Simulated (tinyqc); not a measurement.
Specific resistance of a metal-semiconductor contact and its transmission-line measurement. From one set of inputs to another, one input at a time. Computed by tinyqc, a small Python program. Command: `OMP_NUM_THREADS=1 python tinyqc.py 3010858 3010859 out.jsonl contact ladder`. One thread of a shared host (Intel(R) Xeon(R) Processor @ 2.30GHz), about 0.02 s of CPU time with the checks.

The barrier is parabolic (depletion approximation), energies E are normal energies counted from the band edge in the neutral semiconductor (downwards for holes), and the bias is zero. xi is an input, held fixed when other inputs move.

The inputs printed are set A. Set A is modelled on p-type SiGe; the values taken over come from a set modelled on n-type GaN. Inputs not listed in the table keep their values of set A, so the rows need not describe a real material.

Inputs (values chosen for the exercise, modelled on p-type SiGe): tunnelling mass m = 0.31 m_0; permittivity eps = 13; Richardson constant A* = 29.2 A/(cm^2 K^2); barrier height phi_B = 0.25 eV; doping N = 1.8e+19 1/cm^3; Fermi level above the band edge in the bulk, xi = 0.0092 eV; temperature T = 300 K; sheet resistance R_sh = 2900 ohm; contact length d = 0.025 micrometre; contact width W = 2.9 micrometre.

Image-force lowering: included.

Constants: hbar = 1.054571817e-34 J s; eps_0 = 8.8541878128e-12 F/m; m_0 = 9.1093837015e-31 kg; k_B = 8.617333262e-05 eV/K; e = 1.602176634e-19 C.

Method:
- E_00 = (e hbar/2) sqrt(N/(eps eps_0 m)); band bending E_b = phi_B + xi; depletion width w = sqrt(2 eps eps_0 E_b/(e^2 N)). Image lowering d_phi = (e^3 N E_b/(8 pi^2 (eps eps_0)^3))^(1/4) (E_b in volts), and E_b - d_phi replaces E_b everywhere except in w.
- WKB transmission for E < E_b, with a = E/E_b: D = exp{-(E_b/E_00) [sqrt(1 - a) - a ln((1 + sqrt(1 - a))/sqrt(a))]}; D = 1 above.
- At zero bias 1/rho_c = (e A*/k_B^2) int D(E) f(E) dE, f = 1/(1 + exp((E - xi)/k_B T)); 200 Gauss-Legendre points from 0 to E_b, and k_B T ln(1 + exp((xi - E_b)/k_B T)) for the part above the barrier; the share of tunnelling is the part below.
- Transmission-line model: transfer length L_T = sqrt(rho_c/R_sh); R_c = (R_sh L_T/W) coth(d/L_T). Limits: rho_c/(W d) for d << L_T, sqrt(rho_c R_sh)/W for d >> L_T.

Each row keeps all changes above it; columns: (1) input moved; (2) from; (3) to; (4) specific contact resistance rho_c (ohm cm^2); (5) contact resistance R_c (ohm); (6) transfer length L_T (micrometre):
```
(1)                                        (2)    (3)        (4)        (5)        (6)
set A                                        -      -  7.434e-08  1.107e+02  5.063e-02
tunnelling mass m (m_0)                   0.31   0.21  5.673e-08  8.641e+01  4.423e-02
doping N (1/cm^3)                      1.8e+19  1e+18  3.165e-06  4.374e+03  3.304e-01
sheet resistance R_sh (ohm)               2900   2800  3.165e-06  4.374e+03  3.362e-01
barrier height phi_B (eV)                 0.25   0.55  7.489e-02  1.033e+08  5.172e+01
Richardson constant A* (A/(cm^2 K^2))     29.2   25.4  8.609e-02  1.188e+08  5.545e+01
permittivity eps                            13    9.7  3.122e-02  4.306e+07  3.339e+01
contact length d (micrometre)            0.025    8.2  3.122e-02  1.339e+05  3.339e+01
```

Specific contact resistance rho_c goes from 7.43e-8 to 0.0312, a factor 420000 in all. The largest single move comes from barrier height phi_B (a factor 23700), and permittivity eps works against it (a factor 0.363). Contact resistance R_c goes from 111 to 134000, a factor 1210 in all. The largest single move comes from barrier height phi_B (a factor 23600), and contact length d works against it (a factor 0.00311). Transfer length L_T goes from 0.0506 to 33.4, a factor 659 in all. The largest single move comes from barrier height phi_B (a factor 154), and permittivity eps works against it (a factor 0.602). The single moves hold for this order of the switches; the total does not depend on the order.

Extremes, crossings and ranges named in words are read from the listed rows.
